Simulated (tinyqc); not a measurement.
# From one set of inputs to another, one input at a time

Model: competing polymorphs of an oxide film: bulk, surface, grain-boundary, dopant and field terms. Computed by tinyqc, a small Python program. Command: `OMP_NUM_THREADS=1 python tinyqc.py 3013270 3013271 out.jsonl polymorph ladder`. One thread of a shared host (Intel(R) Xeon(R) Processor @ 2.30GHz), about 0.01 s of CPU time with the checks.

Phases: monoclinic m (reference), polar orthorhombic o, tetragonal t. Free energies per formula unit (f.u.); 1 J/m^2 x angstrom^3/nm = 6.241509 meV.

The inputs printed are set A. Inputs not listed in the table keep their values of set A, so the rows need not describe a real material.

Inputs (values chosen for the exercise, for a model oxide):
```
quantity                                    value          unit
energy of the polar phase o over m           56.1      meV/f.u.
energy of the tetragonal phase t over m       147      meV/f.u.
entropy of o over m                        0.0041  meV/(f.u. K)
entropy of t over m                          0.06  meV/(f.u. K)
surface energy of m                          3.06         J/m^2
surface energy of o                          2.73         J/m^2
surface energy of t                          2.53         J/m^2
grain-boundary energy over surface energy    0.52             -
volume per formula unit Omega                34.1    angstrom^3
film thickness h                               12            nm
grain radius R                                6.5            nm
temperature T                                 500             K
dopant content x                             0.69             %
shift of o per % of dopant                   -5.1      meV/f.u.
shift of t per % of dopant                    -13      meV/f.u.
width sigma of ln R                          0.34             -
interlayer thickness (SiO2)                  0.53            nm
```

Geometry: columnar grains in a film.

permittivities of m, o, t: 21  29  33

Method:
- Bulk term b = H - T S + (shift) x, zero for m. The undoped bulk turns from m to t at T = H_t/S_t.
- Area per volume: A = 2/h + f_b/R (two free faces; the side wall 2/R is shared by two grains and carries f_b gamma); G = b + gamma Omega A.
- With G = b + gamma Omega A (b the bulk free energy per formula unit, A the area per volume), two phases i, j cross at A_ij = (b_j - b_i)/(Omega (gamma_i - gamma_j)); o has a window only if A_mo < A_ot.
- Grain radii are log-normal by volume with median R and width sigma; the share with A above A* is that with radius below R*, R* = f_b/(A* - 2/h) (all grains if A* <= 2/h), share = (1/2) erfc[-ln(R*/R)/(sqrt 2 sigma)]. Effective permittivity of a layer of thickness h built of such grains, taken in parallel: sum of share x eps; EOT = interlayer + 3.9 h/eps.

Each row keeps all changes above it:
```
input moved                                         from     to  A_mo (1/nm)  G(o) - G(m) (meV/f.u.)  equivalent oxide thickness (nm)
set A                                                  -      -       0.7194                  33.206                           2.7586
energy of the tetragonal phase t over m (meV/f.u.)   147    131       0.7194                  33.206                           2.7586
surface energy of o (J/m^2)                         2.73      3       3.9570                  47.381                           2.7586
film thickness h (nm)                                 12     25       3.9570                  48.488                           5.1729
energy of the polar phase o over m (meV/f.u.)       56.1   47.6       3.2914                  39.988                           5.1729
dopant content x (%)                                0.69    1.2       3.0877                  37.387                           5.1729
surface energy of t (J/m^2)                         2.53   2.74       3.0877                  37.387                           5.1729
entropy of t over m (meV/(f.u. K))                  0.06  0.062       3.0877                  37.387                           5.1729
```

Where does the difference come from?

A_mo goes from 0.719 to 3.09, a factor 4.29 in all. The largest single move comes from surface energy of o (a factor 5.50), and energy of the polar phase o over m works against it (a factor 0.832). G(o) - G(m) goes from 33.2 to 37.4, a factor 1.13 in all. The largest single move comes from surface energy of o (a factor 1.43), and energy of the polar phase o over m works against it (a factor 0.825). Equivalent oxide thickness goes from 2.76 to 5.17, a factor 1.88 in all. The largest single move comes from film thickness h (a factor 1.88). The single moves hold for this order of the switches; the total does not depend on the order.

Caution (all rows): this is an equilibrium ranking; real films often keep the phase that nucleates first on cooling from t.

Extremes, crossings and ranges named in words are read from the listed rows.
